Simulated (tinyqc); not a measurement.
Middle barrier of the double well: double quantum well by finite differences.

Finite differences on points z_i at the centres of cells of width h: H_ii = (c/h^2)(1/m_(i-1/2) + 1/m_(i+1/2)) + V_i, H_(i,i+1) = -(c/h^2)/m_(i+1/2), where m_(i+1/2) is the mean of the masses at the two points (the end values are repeated outwards), psi = 0 on the points beyond both ends, c = hbar^2/2m0. The field adds e F (z - z0) with z0 the middle of the structure; 1 kV/cm = 1e-5 eV/angstrom.

Constants: hbar^2/2m0 = 3.80998211 eV angstrom^2.

Inputs chosen for the exercise (out of a larger set: near those of a strained Si well in SiGe; not measured data):
```
symbol  value                                                                                     unit      meaning
layers  ((12, 0.19, 0.962), (16, 0, 0.931), (4, 0.19, 0.962), (12, 0, 0.931), (12, 0.19, 0.962))            each layer: thickness in angstrom, band edge in eV, mass in m0
hf      0.25                                                                                      angstrom  cell width of the fine grid
ws      (1, 2, 3, 4, 6, 8, 12)                                                                    angstrom  widths of the middle barrier
```

Fine grid, zero field, the third layer set to each width in turn. kappa = sqrt(m (V - E)/c) in that layer at the mean of E1 and E2 of the last row.

Splitting:
```
width (angstrom)  E1 (eV)  E2 (eV)  E2 - E1 (meV)  ln(E2 - E1)
1.00               0.0359   0.1058          69.98        4.248
2.00               0.0414   0.1017          60.31        4.100
4.00               0.0492   0.0949          45.73        3.823
6.00               0.0540   0.0901          36.07        3.586
8.00               0.0568   0.0869          30.02        3.402
12.00              0.0593   0.0838          24.47        3.197
```

Give the missing row, width (angstrom) = 3.00.

Computed row:
```
width (angstrom)  E1 (eV)  E2 (eV)  E2 - E1 (meV)  ln(E2 - E1)
3.00               0.0458   0.0981          52.31        3.957
```

kappa = 0.1729 1/angstrom

The splitting falls from 70.0 to 24.47 meV; the last slope of its logarithm is -0.0511 per angstrom, far from -kappa = -0.1729: the wells differ in width, so E2 - E1 levels off at the detuning of the two single-well levels.

Computed by tinyqc, a small Python program: `OMP_NUM_THREADS=1 python tinyqc.py 1282327 1282328 out.jsonl` (the numbers bound the seed that draws the inputs); one thread of a shared host (Intel(R) Xeon(R) Processor @ 2.30GHz), about 0.03 s for the whole set of steps.
